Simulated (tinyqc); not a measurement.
# From growth rate G back to desorption energy on silicon E_d

Model: microkinetic model of low-temperature epitaxy from hydride gases: adsorption, hydrogen desorption and rate control. Computed by tinyqc, a small Python program. Command: `OMP_NUM_THREADS=1 python tinyqc.py 3007321 3007322 out.jsonl hepi inv`. One thread of a shared host (Intel(R) Xeon(R) Processor @ 2.30GHz), about 0.05 s of CPU time with the checks.

Each hydride molecule needs two free sites and leaves four hydrogen atoms, of which two leave at once as H2; theta is the hydrogen coverage, the site density is 6.78 per nm^2 and one layer is 1.358 angstrom thick.

Inputs (values chosen for the exercise, close to those used for silane and germane, with second-order desorption as on Si(111) but the site density of Si(001)):
```
quantity                                           value  unit
silane pressure p_S                                  1.1    Pa
sticking prefactor of silane s0                    0.023     -
adsorption barrier E_s                              0.24    eV
desorption prefactor nu_d                        9.8e+11   1/s
hydrogen carrier pressure p_H                          0    Pa
sticking of hydrogen s_H                           9e-07     -
temperature T                                        620     C
germane pressure p_G                               0.066    Pa
sticking ratio of germane to silane r_G              4.1     -
lowering of E_d per unit germanium fraction, dE     0.35    eV
```

Film: silicon-germanium. Order of hydrogen desorption: second.

Constants: k_B = 8.617333262e-05 eV/K; u = 1.6605390666e-27 kg; k_B = 1.380649e-23 J/K.

Method:
- Flux per site F = p/(sqrt(2 pi M k_B T) x 6.78e18 per m^2), M = 32.12 u (silane), 76.63 u (germane), 2.016 u (hydrogen); s = s0 exp(-E_s/(k_B T)); k_S = s F_S, k_G = r_G s F_G; germanium fraction x = k_G/(k_S + k_G); k = k_S + k_G; k_H = s_H F_H; k_d = nu_d exp(-(E_d - dE x)/(k_B T)).
- Temperatures in kelvin are T(C) + 273.15.
- With k the hydride and k_H the hydrogen adsorption rate on free pairs and k_d the desorption rate, steady state: 2 (k + k_H)(1 - theta)^2 = k_d theta^2; growth rate R = k (1 - theta)^2 layers/s; 1 layer/s = 8.148 nm/min.
- With c = 2 (k + k_H)/k_d the free share is 1 - theta = 1/(1 + sqrt(c)).

Question. A run gave the result below. Find the desorption energy on silicon E_d, known to lie between 1.9 and 2.3 eV.

growth rate G = 2.481324 nm/min

Answer.

Each step takes the trial c = (a f_b - b f_a)/(f_b - f_a), f being the result less the target and a, b, c the logarithms of the listed values; c replaces end b, the old b replaces a if the sign of f changed, and otherwise f_a is halved.

Scan of the range:
```
desorption energy on silicon E_d (eV)  growth rate G (nm/min)
1.90                                                  12.1358
1.96                                                   9.3466
2.02                                                   6.7040
2.09                                                   4.1365
2.16                                                   2.3106
2.23                                                   1.1822
2.30                                                   0.5633
```

False position (Illinois rule, in the logarithm of the input) inside the bracket:
```
step    end a    end b    trial  growth rate G (nm/min)
1     2.09000  2.16000  2.15336                 2.45170
2     2.09000  2.15336  2.15114                 2.50032
3     2.15336  2.15114  2.15200                 2.48124
4     2.15114  2.15200  2.15200                 2.48132
5     2.15114  2.15200  2.15200                 2.48132
6     2.15200  2.15200  2.15200                 2.48132
```

Growth rate G falls at every point of a 13-point scan of the range (every second point is shown), so one value fits; it is bracketed by 2.09 and 2.16. Answer: desorption energy on silicon E_d = 2.152 eV.
